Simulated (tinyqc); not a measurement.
Where in the gap a trap does harm: carrier lifetime from Shockley-Read-Hall, radiative, Auger and surface recombination. Computed by tinyqc, a small Python program. Command: `OMP_NUM_THREADS=1 python tinyqc.py 3026130 3026131 out.jsonl lifetime walk`. One thread of a shared host (Intel(R) Xeon(R) Processor @ 2.30GHz), about 0.02 s of CPU time with the checks.

Energies are counted from the top of the valence band. Boltzmann statistics, full ionisation, and equal excess densities of electrons and holes.

Inputs (values chosen for the exercise, with bands modelled on CdTe):

| quantity | value | unit |
|---|---|---|
| gap E_g | 1.57 | eV |
| electron mass m_e | 0.0989 | m_0 |
| valleys M_c | 1 | - |
| hole mass m_h | 0.633 | m_0 |
| temperature T | 250 | K |
| doping N | 2.1e+17 | cm^-3 |
| trap level E_t | 0.27 | eV |
| trap density N_t | 1.1e+14 | cm^-3 |
| electron cross-section sigma_n | 1.2e-16 | cm^2 |
| hole cross-section sigma_p | 5.6e-16 | cm^2 |

Doping: n-type. Surface term: two equal surfaces.

Constants: m_0 = 9.1093837015e-31 kg; k_B = 1.380649e-23 J/K; h = 6.62607015e-34 J s; k_B = 8.617333262e-05 eV/K.

Method:
- N_c = 2 M_c (2 pi m_e k_B T/h^2)^(3/2) and N_v = 2 (2 pi m_h k_B T/h^2)^(3/2), masses in units of m_0.
- n_i = sqrt(N_c N_v) exp(-E_g/2 k_B T); majority density N/2 + sqrt(N^2/4 + n_i^2), minority density n_i^2 over it.
- v = sqrt(3 k_B T/m) with m_e or m_h; tau_n0 = 1/(sigma_n v_n N_t), tau_p0 = 1/(sigma_p v_p N_t); n1 = N_c exp(-(E_g - E_t)/k_B T), p1 = N_v exp(-E_t/k_B T).
- Low injection: tau = [tau_p0 (n_0 + n1) + tau_n0 (p_0 + p1)]/(n_0 + p_0). Depleted region (n = p = 0): generation lifetime tau_g = (tau_p0 n1 + tau_n0 p1)/n_i. n1 = N_c exp(-(E_g - E_t)/k_B T), p1 = N_v exp(-E_t/k_B T).

tau_p0 = 1.21142e-06 s

n_0 = 2.10e+17 cm^-3

N_c = 5.93738e+17 cm^-3

tau_n0 = 2.23458e-06 s

p_0 = 6.08799e-13 cm^-3

N_v = 9.61404e+18 cm^-3

n_i = 357.558 cm^-3

The same trap at other energies:

| E_t (eV) | SRH lifetime (s) | generation lifetime (s) |
|---|---|---|
| 0.094 | 2.5144e-06 | 7.6524e+08 |
| 0.236 | 1.2132e-06 | 1.0500e+06 |
| 0.392 | 1.2114e-06 | 7.5229e+02 |
| 0.550 | 1.2114e-06 | 4.9118e-01 |
| 0.706 | 1.2114e-06 | 3.5191e-04 |
| 0.785 | 1.2114e-06 | 9.2930e-06 |
| 0.864 | 1.2114e-06 | 1.2011e-05 |
| 1.021 | 1.2114e-06 | 1.7226e-02 |
| 1.178 | 1.2114e-06 | 2.5187e+01 |
| 1.334 | 1.2115e-06 | 3.5155e+04 |
| 1.476 | 1.2550e-06 | 2.5620e+07 |

What does the comparison show, and why?

The SRH lifetime (other channels left aside) stays within 10 % of its least value, among these rows, from E_t = 0.236 to 1.476 eV. The generation lifetime has a sharp minimum, among these rows at 0.785 eV and exactly at 0.822 eV, where tau_p0 n1 = tau_n0 p1, since generation needs two thermal jumps and the larger one rules. Caution: the doping is near the effective density of states, where Boltzmann statistics fail and the gap narrows.

Extremes, crossings and ranges named in words are read from the listed rows.
